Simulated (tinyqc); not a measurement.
Worked calculation: lattice vibrations of a chain. Computed by tinyqc, a small Python program that keeps every step. Command: `OMP_NUM_THREADS=1 python tinyqc.py 20959 20960 out.jsonl` (the two numbers bound the seeds that draw the settings). One thread of a shared host (Intel(R) Xeon(R) Processor @ 2.60GHz), about 0.01 s of CPU time with the checks.

## Dynamical matrix at q = 0.4

A chain moving along its axis:

| atom | mass (u) | spring to the next atom (eV/angstrom^2) |
|---|---|---|
| 1 | 43.0000 | 25.9000 |
| 2 | 43.5000 | 10.3000 |

q is in units of 2 pi/a. A spring k from atom i to atom j, n cells on, adds k to Phi_ii and Phi_jj, -k exp(2 pi i q n) to Phi_ij and the conjugate to Phi_ji (for one atom a cell: 2k (1 - cos 2 pi q n)); D_ij = Phi_ij / sqrt(m_i m_j).

D(q) (eV/(angstrom^2 u)):
```
                 1                2
1           0.8419  -0.4062+0.1400i
2  -0.4062-0.1400i           0.8322
```

## Frequencies

omega^2 are the eigenvalues; wavenumber = 521.4708 sqrt(eigenvalue) 1/cm.

eigenvalues: 0.4074  1.2667

wavenumbers (1/cm): 332.8  586.9

weights |e|^2 of the mass-weighted modes:
```
        mode 1  mode 2
atom 1  0.4944  0.5056
atom 2  0.5056  0.4944
```

## Dispersion and heat capacity

C/k_B per atom = mean over q = (j + 1/2)/80, j = 0..39 and all branches of y^2 e^y/(e^y - 1)^2, y = hc wavenumber / k_B T.

Wavenumbers (1/cm):

| q | branch 1 | branch 2 |
|---|---|---|
| 0.0000 | 0.0000 | 674.7043 |
| 0.0625 | 59.6217 | 672.0649 |
| 0.1250 | 118.3286 | 664.2472 |
| 0.1875 | 175.1260 | 651.5802 |
| 0.2500 | 228.8137 | 634.7206 |
| 0.3125 | 277.7336 | 614.8902 |
| 0.3750 | 319.2386 | 594.4011 |
| 0.4375 | 348.7838 | 577.5602 |
| 0.5000 | 359.8867 | 570.7079 |

Heat capacity:

| T (K) | C/k_B per atom |
|---|---|
| 20 | 0.0480 |
| 50 | 0.1226 |
| 100 | 0.2576 |
| 200 | 0.5136 |
| 300 | 0.6962 |
| 600 | 0.9013 |
| 1200 | 0.9734 |

zero-point energy per atom = 26.1329 meV
